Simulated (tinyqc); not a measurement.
Gate sheet resistance from two finger widths.

Question. At low frequency R = Rsh Wf/(3 L) + B/Wf, where B collects the channel and vertical terms. Find Rsh, B and the width of lowest R.

Values chosen for this exercise: channel length L = 0.75 um.

input resistance of single fingers, contacted at one end, of width 1.6 and 8 um (ohm): [56.205556, 59.027778]

Answer. R Wf is a straight line in Wf^2; the minimum of R lies where both terms are equal.

Rsh = 14.0 ohm/square
B = 74.0 ohm um
width of lowest R = 3.45 um

Program tinyqc, `OMP_NUM_THREADS=1 python tinyqc.py 2262032 2262033 out.jsonl`; Intel Xeon 2.30GHz, shared host, one thread, about 0.01 s.
